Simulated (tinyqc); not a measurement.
# Tunnelling through a gate dielectric with the two-band (Franz) dispersion, WKB transmission and Tsu-Esaki current: Two-band against parabolic dispersion

Electrons leave the emitter at x = 0. Energies E (motion across the layers) are in eV from the emitter Fermi level; the collector Fermi level lies at -V and offers states at every E. No charge in the dielectric and no image force: F1 = V/t1, U = phi1 - F1 x. With C = hbar^2/(2 m0), kappa = sqrt(m u (1 - u/Egx)/C), u = U - E where U > E and 0 elsewhere; T(E) = exp(-S), S = 2 times the integral of kappa over x.

Each layer adds (2/F) sqrt(m/C) [G(u at its left edge) - G(u at its right edge)] to S, with u = U - E (0 where negative) and G(u) = Egx^1.5 (th - sin(4 th)/4)/4, th = arcsin sqrt(u/Egx). The parabolic value uses G(u) = (2/3) u^1.5.

Inputs (values chosen for the exercise); dielectric values close to those of silicon dioxide:

| symbol | value | unit | meaning |
|---|---|---|---|
| phi1 | 3.19 | eV | barrier of layer 1 above the emitter Fermi level at zero bias |
| m1 | 0.5 | m0 | tunnelling mass of layer 1 |
| t1 | 2.3 | nm | thickness of layer 1 |
| V | 1.1 | V | voltage across the dielectric |

Constants: q = 1.602176634e-19 C, hbar = 1.054571817e-34 J s, m0 = 9.1093837015e-31 kg, hbar^2/(2 m0) = 0.0380998212 eV nm^2. Results are converted to the units shown.

The same in every row: S at E = 0, parabolic = 27.03.

Two-band against parabolic dispersion:

| Egx (eV) | S at E = 0, two-band | ratio of the two T |
|---|---|---|
| 4.6 | 17.50 | 1.377e4 |
| 6.2 | 20.40 | 752.0 |
| 7.8 | 21.93 | 163.3 |
| 9.4 | 22.88 | 63.19 |
| 11.1 | 23.56 | 31.91 |
| 12.7 | 24.03 | 20.05 |
| 14.3 | 24.38 | 14.07 |
| 15.9 | 24.66 | 10.65 |

S rises from 17.5 to 24.7 towards the parabolic 27.0. The factor 1 - u/Egx lowers kappa, so T exceeds the parabolic value by a factor of 13800 in the first row and 10.6 in the last.

Program tinyqc, `OMP_NUM_THREADS=1 python tinyqc.py 2540071 2540072 out.jsonl`; Intel Xeon 2.30GHz, shared host, one thread, about 0.01 s.
